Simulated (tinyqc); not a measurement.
Three voltage laws: time-dependent dielectric breakdown: cell percolation, Weibull statistics, area scaling and voltage extrapolation. Computed by tinyqc, a small Python program. Command: `OMP_NUM_THREADS=1 python tinyqc.py 3028363 3028364 out.jsonl tddb walk`. One thread of a shared host (Intel(R) Xeon(R) Processor @ 2.30GHz), about 0.01 s of CPU time with the checks.

The oxide is divided into columns of area a^2, each holding m = t_ox/a cells (m is taken as continuous). A share lambda(t) = (t/t_1)^alpha of the cells is defective, and a column whose cells are all defective breaks down.

Inputs (values chosen for the exercise, for a model gate oxide):
```
quantity,value,unit
oxide thickness t_ox,3.4,nm
defect cell size a,1.2,nm
exponent alpha of defect growth,0.9,-
time t_1 at which the occupied share would reach 1,1e+07,s
test area A,100,um^2
product area A_u,200000,um^2
stress voltage V,4.99,V
use voltage V_u,2.5,V
local exponent n = -d ln t/d ln V at the stress voltage,44,-
activation energy E_a,0.6,eV
stress temperature T,140,C
use temperature T_u,100,C
allowed failure fraction F,0.0001,-
```

Voltage law used: E.

Constants: k_B = 8.617333262e-05 eV/K.

Method:
- Failure fraction F = 1 - (1 - lambda^m)^N with N = A/a^2 columns, which for small lambda^m is 1 - exp(-(t/t63)^beta) with beta = alpha m and t63 = t_1 N^(-1/beta); critical share lambda(t63) = N^(-1/m). 1 um^2 = 1e6 nm^2.
- All three voltage laws share the slope n at the stress voltage. Factor t(V_u)/t(V): E law exp(n (1 - V_u/V)); 1/E law exp(n (V/V_u - 1)); power law (V/V_u)^n.
- Temperatures in kelvin are T(C) + 273.15.
- Temperature factor exp[(E_a/k_B)(1/T_u - 1/T)]; area factor (A/A_u)^(1/beta); percentile factor (-ln(1 - F))^(1/beta); life = t63 x all four; 1 year = 3.15576e7 s.
- Life = t63 x voltage, temperature, area and percentile factors, the last three as above.

projected life = 7629.65 years

voltage factor = 3.43029e+09

Log10 of the life in years:
```
V_u/V,V_u (V),E law,1/E law,power law
1.00,4.9900,-5.6528,-5.653,-5.653
0.95,4.7405,-4.6974,-4.647,-4.673
0.90,4.4910,-3.7419,-3.530,-3.639
0.80,3.9920,-1.8310,-0.876,-1.389
0.70,3.4930,0.0799,2.537,1.163
0.60,2.9940,1.9908,7.086,4.109
0.50,2.4950,3.9017,13.456,7.592
0.40,1.9960,5.8125,23.011,11.857
```

At V_u/V = 0.9 the laws differ by 0.21 decades at most, and at 0.5 by 9.6. The E law is the most cautious and the 1/E law the most hopeful. Ten years are reached at V_u/V = 0.652 (E), 0.742 (1/E), 0.706 (power). Caution: t_1 is an input here; in a real oxide it changes with thickness at fixed voltage. Caution: a voltage factor of more than nine decades rests wholly on the chosen law and cannot be tested. Caution: the rows at low voltage extrapolate over many decades and cannot be tested.
